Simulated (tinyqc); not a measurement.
Born-Mayer model of an ionic crystal AB. Inputs raised by 2 %, one at a time. Computed by tinyqc, a small Python program. Command: `OMP_NUM_THREADS=1 python tinyqc.py 3003987 3003988 out.jsonl bornmayer sens`. One thread of a shared host (Intel(R) Xeon(R) Processor @ 2.30GHz), about 0.01 s of CPU time with the checks.

Energies are per ion pair and r is the nearest distance of unlike ions.

Inputs (values chosen for the exercise, for a model salt):
```
quantity                        value           unit
ionic charge z                      2              -
unlike repulsion lambda          1930             eV
range rho                       0.296       angstrom
like repulsion lambda2            146             eV
dispersion C between like ions     36  eV angstrom^6
pressure P                         20            GPa
```

Structure: rock salt. Short range: with like-ion terms.

Constants: e^2/(4 pi eps_0) = 14.39964548 eV angstrom; 1 eV/angstrom^3 = 160.2176634 GPa.

Method:
- Madelung constant M, unlike neighbours z1, like neighbours z2 at f r, volume per pair: rock salt 1.747565, 6, 12, sqrt2, 2 r^3; caesium chloride 1.762675, 8, 6, 2/sqrt3, 8 r^3/(3 sqrt3); zinc blende 1.638055, 4, 12, sqrt(8/3), 16 r^3/(3 sqrt3).
- U(r) = -M z^2 e^2/(4 pi eps_0 r) + z1 lambda exp(-r/rho) + z2 [lambda2 exp(-f r/rho) - C/(f r)^6] (one mean like-ion term for both sublattices).
- Newton steps on g(r) = U'(r), from r = 9 rho: r(new) = r - U'(r)/U''(r), with the move limited to 0.3 angstrom. Where U'' is negative, move 0.3 angstrom downhill. Stop when |U'| is below 1e-9.
- B = U''(r0)/(9 c r0), with the volume written as c r^3.
- With the volume written as c r^3, under pressure take the root at the minimum of the enthalpy and solve U'(r) + 3 c r^2 P = 0; H = U + P V; B = (U'' - 2 U'/r)/(9 c r).

Runs; columns: (1) input moved; (2) from; (3) to; (4) equilibrium distance r0 (angstrom); (5) lattice energy U (eV per pair); (6) bulk modulus B (GPa); (7) volume at P (angstrom^3):
```
(1)                                               (2)      (3)    (4)     (5)    (6)    (7)
base run                                            -        -  2.224  -39.34  204.2  20.25
unlike repulsion lambda (eV)                     1930   1968.6  2.232  -39.22  202.2  20.46
range rho (angstrom)                            0.296  0.30192  2.279  -38.41  186.2  21.65
like repulsion lambda2 (eV)                       146   148.92  2.224  -39.34  204.2  20.25
dispersion C between like ions (eV angstrom^6)     36    36.72  2.223  -39.35  204.3  20.24
ionic charge z                                      2     2.04  2.208  -41.18  216.4  19.90
```

Exponents ln(y'/y) / ln(x'/x):
```
input                           equilibrium distance r0  lattice energy U  bulk modulus B  volume at P
unlike repulsion lambda                           0.188            -0.160          -0.496        0.529
range rho                                         1.239            -1.214          -4.652        3.377
like repulsion lambda2                            0.002            -0.001           0.001        0.006
dispersion C between like ions                   -0.011             0.011           0.034       -0.030
ionic charge z                                   -0.361             2.302           2.930       -0.881
```

To which inputs is each result most sensitive?

Among the inputs moved here: equilibrium distance r0 answers most in size to range rho (exponent +1.239), next to ionic charge z (-0.361). Lattice energy U answers most in size to ionic charge z (exponent +2.302), next to range rho (-1.214). Bulk modulus B answers most in size to range rho (exponent -4.652), next to ionic charge z (+2.930). Volume at P answers most in size to range rho (exponent +3.377), next to ionic charge z (-0.881).
